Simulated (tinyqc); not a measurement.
Short-period [001] superlattice in sp3s* tight binding, step by step. Values are carried at full precision from step to step, so a last printed digit may differ when a step is redone from the rounded ones.

sp3s* tight binding, nearest neighbours only: anion (a) at 0, cation (c) at a/4 (1,1,1), orbitals s, px, py, pz, s* on each; k in units of 2 pi/a. With phases e_j = exp(i (pi/2) k.n_j) for n = (1,1,1), (1,-1,-1), (-1,1,-1), (-1,-1,1): g0 = (e1+e2+e3+e4)/4, g1 = (e1+e2-e3-e4)/4, g2 = (e1-e2+e3-e4)/4, g3 = (e1-e2-e3+e4)/4. The diagonal holds the levels Esa, Epa, Exa (s*) and Esc, Epc, Exc. Anion-cation block: <sa|sc> = Vss g0; <sa|xc> = Vsapc g1; <xa|sc> = -Vscpa g1; <xa|xc> = Vxx g0; <xa|yc> = <ya|xc> = Vxy g3, <xa|zc> = <za|xc> = Vxy g2, <ya|zc> = <za|yc> = Vxy g1; <s*a|xc> = Vxapc g1; <xa|s*c> = -Vpaxc g1; y and z take g2 and g3 in place of g1; s-s* and s*-s* vanish.

Values chosen for the exercise (A near a published set for GaAs, B for AlAs; shifted at random, so the results belong to these values and not to a real crystal): pA = (-8.347, 1.044, -2.656, 3.672, 8.605, 6.744, -6.441, 1.95, 5.081, 4.486, 5.771, 4.833, 4.8) eV (order Esa, Epa, Esc, Epc, Exa, Exc, Vss, Vxx, Vxy, Vsapc, Vscpa, Vxapc, Vpaxc); pB = (-7.526, 0.981, -1.163, 3.598, 7.485, 6.744, -6.645, 1.874, 4.3, 5.1, 5.484, 4.52, 4.992) eV (the same for B); dEv = 0.46 eV (valence offset: Ev(B) lies this far below Ev(A)); n = 2 (monolayers of A); m = 1 (monolayers of B).

## Band line-up of the two bulk crystals

Edges on the common scale: Ev, the conduction level at Gamma, the minimum on (kx,0,0) for kx from 0.5 to 1, and the level at X.

Edges (eV):
```
crystal       Ev   Gamma  Delta minimum       X
A         0.0000  1.5334         2.0401  2.0401
B        -0.4600  2.5590         1.8071  1.8385
```

For Gamma electrons A is the well, 1.026 eV deep; for X electrons B is, 0.202 eV deep; holes sit in A.

## Shifted levels

Planes alternate anion, cation along [001], a/4 apart; at zero in-plane momentum s, pz, s* form one block. All levels of A are shifted so that its Ev (lower root of [[Epa, Vxx], [Vxx, Epc]]) is 0, and those of B so that its Ev is -dEv. A monolayer is an anion plane and the cation plane above it; an anion between unlike cations takes the mean of the two anion levels; each bond takes the couplings of its cation. Block from an anion to the cation above: U with Vss/2 (s,s), Vsapc/2 (s,z), -Vscpa/2 (z,s), Vxx/2 (z,z), Vxapc/2 (s*,z), -Vpaxc/2 (z,s*); to the cation below: the same with the s-z and s*-z signs reversed. The cell of n + m monolayers is closed with the phase exp(2 pi i q). No spin-orbit coupling. In this block 2 (n + m) levels are filled.

Parameters in the order Esa, Epa, Esc, Epc, Exa, Exc, Vss, Vxx, Vxy, Vsapc, Vscpa, Vxapc, Vpaxc. Find Ev of each set and shift the levels.

Ev before the shift (eV): A 0.0066, B 0.0039

Levels (eV):
```
plane                  s       p      s*
anion A          -8.3536  1.0374  8.5984
cation A         -2.6626  3.6654  6.7374
anion B          -7.9899  0.5171  7.0211
cation B         -1.6269  3.1341  6.2801
interface anion  -8.1717  0.7773  7.8098
```

## The matrix for n = 2, m = 1 at q = 0

Planes in the order a1, c1, a2, c2, ...; the A cations come first.

H (eV), rows sa1, za1, *a1, sc1, zc1, *c1, sa2, za2, *a2, sc2, zc2, *c2, sa3, za3, *a3, sc3, zc3, *c3 and columns alike:
```
[[-8.172, 0, 0, -3.220, 2.243, 0, 0, 0, 0, 0, 0, 0, 0, 0, 0, -3.322, -2.550, 0],
 [0, 0.777, 0, -2.885, 0.975, -2.400, 0, 0, 0, 0, 0, 0, 0, 0, 0, 2.742, 0.937, 2.496],
 [0, 0, 7.810, 0, 2.417, 0, 0, 0, 0, 0, 0, 0, 0, 0, 0, 0, -2.260, 0],
 [-3.220, -2.885, 0, -2.663, 0, 0, -3.220, 2.885, 0, 0, 0, 0, 0, 0, 0, 0, 0, 0],
 [2.243, 0.975, 2.417, 0, 3.665, 0, -2.243, 0.975, -2.417, 0, 0, 0, 0, 0, 0, 0, 0, 0],
 [0, -2.400, 0, 0, 0, 6.737, 0, 2.400, 0, 0, 0, 0, 0, 0, 0, 0, 0, 0],
 [0, 0, 0, -3.220, -2.243, 0, -8.354, 0, 0, -3.220, 2.243, 0, 0, 0, 0, 0, 0, 0],
 [0, 0, 0, 2.885, 0.975, 2.400, 0, 1.037, 0, -2.885, 0.975, -2.400, 0, 0, 0, 0, 0, 0],
 [0, 0, 0, 0, -2.417, 0, 0, 0, 8.598, 0, 2.417, 0, 0, 0, 0, 0, 0, 0],
 [0, 0, 0, 0, 0, 0, -3.220, -2.885, 0, -2.663, 0, 0, -3.220, 2.885, 0, 0, 0, 0],
 [0, 0, 0, 0, 0, 0, 2.243, 0.975, 2.417, 0, 3.665, 0, -2.243, 0.975, -2.417, 0, 0, 0],
 [0, 0, 0, 0, 0, 0, 0, -2.400, 0, 0, 0, 6.737, 0, 2.400, 0, 0, 0, 0],
 [0, 0, 0, 0, 0, 0, 0, 0, 0, -3.220, -2.243, 0, -8.172, 0, 0, -3.322, 2.550, 0],
 [0, 0, 0, 0, 0, 0, 0, 0, 0, 2.885, 0.975, 2.400, 0, 0.777, 0, -2.742, 0.937, -2.496],
 [0, 0, 0, 0, 0, 0, 0, 0, 0, 0, -2.417, 0, 0, 0, 7.810, 0, 2.260, 0],
 [-3.322, 2.742, 0, 0, 0, 0, 0, 0, 0, 0, 0, 0, -3.322, -2.742, 0, -1.627, 0, 0],
 [-2.550, 0.937, -2.260, 0, 0, 0, 0, 0, 0, 0, 0, 0, 2.550, 0.937, 2.260, 0, 3.134, 0],
 [0, 2.496, 0, 0, 0, 0, 0, 0, 0, 0, 0, 0, 0, -2.496, 0, 0, 0, 6.280]]
```

## Levels of the small cell

Diagonalise (s, pz, s* block of a cell with n = 2, m = 1; px and py are apart). The lowest 6 levels are filled. Give the share of the cation weight of the lowest empty level that lies on the A cations, c1 and c2.

levels (eV): [-12.437, -11.068, -10.887, -5.808, -5.475, -0.151, 1.799, 2.211, 2.230, 2.711, 2.804, 4.508, 6.586, 8.047, 9.305, 9.439, 10.485, 11.082]

share on A cations = 0.831

The lowest empty level is number 7, at 1.799 eV.

## Checks

- Cell of two equal monolayers against the bulk levels at Gamma and X: they agree to 1e-10 or better.

(tinyqc, `OMP_NUM_THREADS=1 python tinyqc.py 1452559 1452560 out.jsonl`, Intel(R) Xeon(R) Processor @ 2.30GHz, 1 thread, shared host, about 0.5 s.)
